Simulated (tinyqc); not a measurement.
# Resistance of a source-drain extension with a graded tip, step by step

tinyqc, about 0.04 s, one thread, Intel Xeon 2.30GHz (shared host): `OMP_NUM_THREADS=1 python tinyqc.py 2282220 2282221 out.jsonl` Printed values are rounded.

y runs along the channel, the gate covers y > 0. The doping is N0 for y < y0 and N0 10^(-(y - y0)/la) beyond, uniform over the depth xj. Sheet conductance s(y) = q mu(N) max(N - Nch, 0) xj + (for y > 0) ma Cox Vo, with mu(N) = u0 + (u1 - u0)/(1 + (N/Nr)^au) and Cox = eps0 eox/tox. Current is taken as one-dimensional; depletion of the tip, spreading and the contact are left out. The metallurgical junction lies at yj, where N = Nch.

Inputs (values chosen for the exercise); mobility law close to that of electrons in silicon: relative permittivity of the gate insulator (close to silicon dioxide) eox = 3.9; insulator thickness tox = 3.4 nm; active doping of the extension far from the gate N0 = 2.7e20 cm^-3; lateral abruptness la = 2.6 nm/decade; position under the gate where the fall begins (gate edge at 0) y0 = 3.9 nm; depth of the extension xj = 17 nm; channel doping Nch = 1.7e18 cm^-3; gate overdrive Vo = 0.63 V; mobility of the gate-induced layer ma = 180 cm^2/(V s); mobility at low doping u1 = 1414 cm^2/(V s); mobility at high doping u0 = 68.5 cm^2/(V s); reference doping Nr = 9.2e16 cm^-3; exponent au = 0.711; gate length Lg = 90 nm.

Constants: q = 1.602176634e-19 C, eps0 = 8.8541878128e-14 F/cm where lengths are in cm. Results are converted to the units shown.

## Sheet resistances and junction position

yj = y0 + la log10(N0/Nch); sheet resistance of the full extension 1/[q mu(N0)(N0 - Nch) xj] and of the gate-induced layer 1/(ma Cox Vo); metallurgical length Lg - 2 yj; ye is where the doped and the gate-induced conductances are equal.

yj = 9.62238 nm
sheet resistance of the extension = 187.220 ohm/square
sheet resistance of the induced layer = 8682.65 ohm/square
metallurgical length = 70.7552 nm
ye = 8.50576 nm
N at ye = 4.57002e18 cm^-3

The gate takes over 1.12 nm before the junction, where N is still 2.69 times the channel doping.

## Resistance of the overlapped part

Midpoint rule on 9 equal steps from 0 to yj: R_ov = sum h/s(y), per width.

```
point	y (nm)	N (cm^-3)	doped conductance (uS)	sheet resistance (ohm/square)
0	0.534577	2.7e20	5341.30	183.269
1	1.60373	2.7e20	5341.30	183.269
2	2.67288	2.7e20	5341.30	183.269
3	3.74204	2.7e20	5341.30	183.269
4	4.81119	1.20478e20	2479.03	385.476
5	5.88034	4.67405e19	1034.70	869.666
6	6.94950	1.81335e19	444.078	1788.11
7	8.01865	7.03506e18	185.159	3329.66
8	9.08780	2.72933e18	50.2838	6043.90
```

R_ov = 14.059 ohm um

The exact integral is 14.355 ohm um; the coarse sum is 2.1 % below it.
